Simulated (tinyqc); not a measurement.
## Polarisation charge from two barrier thicknesses

Inverse problem. VT = phiB - dEc - q sigma d/(eps0 eps_r). Find sigma, phiB - dEc and the thickness at which VT = 0.

Parameters, values chosen for the exercise:

| symbol | value | unit | meaning |
|---|---|---|---|
| eps_r | 9.5 |  | relative permittivity of barrier and channel |

Constants: q = 1.602176634e-19 C, eps0 = 8.8541878128e-14 F/cm where lengths are in cm. Results are converted to the units shown.

VT for d = 15 and 25 nm (V): -3.0351194  -5.6065324

Solution. VT is linear in d.

sigma = 1.350e13 cm^-2
phiB - dEc = 0.8220 V
thickness for VT = 0 = 3.197 nm

Numbers from tinyqc (`OMP_NUM_THREADS=1 python tinyqc.py 2570060 2570061 out.jsonl`; about 0.02 s on one thread of a shared Intel Xeon 2.30GHz).
